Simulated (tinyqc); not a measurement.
Size of the test strain: deformation potentials from a strained empirical pseudopotential.

Diamond lattice, no spin-orbit coupling. Atomic form factor V(q) = a1 (q^2 - a2)/(a3 exp(a4 q^2) - 1) in rydberg with q in 1/bohr, for the unstrained cell. Under a strain e the reciprocal vectors and k go over into (1 + e)^(-1) G, the atoms sit at +/- tau with tau = (1 + e) a (1,1,1)/8 - zeta a (eyz, ezx, exy)/4, and H(G,G') = c |k + G|^2 delta + (V(q)/det(1 + e)) cos(q.tau), q = G - G', with the term q = 0 left out; c = hbar^2/2m0. The basis is fixed before straining: all G with |k + G|^2 up to 16 (2 pi/a)^2. k is given in units of 2 pi/a of the unstrained cell.

Constants: hbar^2/2m0 = 3.80998211 eV angstrom^2; Ry = 13.60569312 eV; a0 (Bohr radius) = 0.5291772105 angstrom.

Values chosen for the exercise (out of a larger set: near those of Si; not measured data): a = 5.432 angstrom (lattice constant); A = (0.539, 2.179, 2.067, 0.483) (a1 (Ry bohr^2), a2 (1/bohr^2), a3, a4 (bohr^2)); kD = 0.82 2 pi/a (position of the Delta minimum).

e = diag(-h/2, -h/2, h). Xu = [E(Delta z) - E(Delta x)]/(1.5 h) at fixed kD, b = [E(Z) - E(X, Y)]/(4.5 h); one-sided from +h alone, central from +h and -h.

Results (eV):
```
h       Xu one-sided  Xu central  b one-sided  b central
0.0010         8.035       8.040       -3.287     -3.283
0.0025         8.027       8.040       -3.293     -3.283
0.0050         8.015       8.040       -3.303     -3.283
0.0100         7.990       8.041       -3.323     -3.283
0.0200         7.943       8.045       -3.364     -3.284
0.0300         7.898       8.052       -3.406     -3.285
```

From h = 0.001 to 0.03 the one-sided Xu drifts by -0.136 eV and the central one by +0.012 eV; for b the drifts are -0.119 and -0.002 eV. The central difference cancels the term of second order in the strain, so its error goes as h^2. At h = 0.02 the linear law errs by 1.2 % for the valley splitting and 2.5 % for the valence splitting.

(tinyqc, `OMP_NUM_THREADS=1 python tinyqc.py 1880948 1880949 out.jsonl`, Intel(R) Xeon(R) Processor @ 2.30GHz, 1 thread, shared host, about 0.2 s.)
